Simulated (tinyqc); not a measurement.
# Worked calculation: single-electron transistor, orthodox theory and master equation

Numbers from tinyqc (`OMP_NUM_THREADS=1 python tinyqc.py 2780017 2780018 out.jsonl`; about 0.01 s on one thread of a shared Intel Xeon 2.30GHz). Printed values are rounded.

A metal island with n extra electrons joins the left lead (voltage V) and the right lead (0 V) by tunnel junctions and couples to a gate. Cs = CL + CR + Cg. Adding electron n + 1 costs mu(n) = [q (n + 1/2) - CL V - Cg Vg]/Cs (in volts); the Fermi levels are -V (left) and 0 (right). A jump that gains the energy W has the rate G(W) = (W/q)/(R [1 - exp(-W/Vt)]), W in volts, Vt = kB T/q. Sequential tunnelling only; I > 0 flows from left to right.

Inputs (values chosen for the exercise): capacitance of the left junction CL = 1.9 aF; capacitance of the right junction CR = 1.9 aF; gate capacitance Cg = 0.4 aF; resistance of the left junction RL = 85 kohm; resistance of the right junction RR = 85 kohm; temperature T = 26 K; bias of the left lead V = 62 mV; gate voltage Vg = 41 mV; lowest charge state kept n0 = -2; highest charge state kept n1 = 2.

Constants: q = 1.602176634e-19 C, kB = 1.380649e-23 J/K, Vt = kB T/q. Results are converted to the units shown.

Range of the model: Cotunnelling, which dominates deep in the blockade, is left out. A junction resistance within a factor of four of h/q^2 = 25.8 kohm strains the orthodox theory.

## Charging energy and addition levels

q/Cs, the gate period q/Cg, and mu(n) for the transitions kept.

q/Cs = 38.1471 mV
q/Cg = 400.544 mV
kB T/(q^2/Cs) = 0.0587334
mu(n), n to n + 1, n -2 to 1 (mV): -89.1730  -51.0259  -12.8788  25.2682

## Tunnelling rates

Onto the island: from the left W = -V - mu(n), from the right W = -mu(n); off the island (n + 1 to n): to the left W = mu(n) + V, to the right W = mu(n).

```
n to n + 1, n  on from left (1/ns)  on from right (1/ns)  off to left (1/ns)  off to right (1/ns)
-2                         1995.31               6547.93           0.0107861          3.39646e-14
-1                         6.05760               3746.81             811.880           4.81859e-7
0                       1.08546e-6               948.713             3606.94              3.02503
1                      7.77793e-14             0.0234704             6408.06              1855.46
```

## Probabilities and current

Steady state: p(n + 1)/p(n) = (sum of on rates)/(sum of off rates), normalised. I = q sum_n [p(n + 1) (off to left) - p(n) (on from left)].

p(n), n -2 to 2: 1.84655e-7  0.146258  0.676068  0.177673  5.04635e-7
I = 190.477 nA
mean n = 0.0314160

Two plain resistors in series would pass 365 nA; this is 52.2 % of that. 3 charge states hold more than 1 % each.
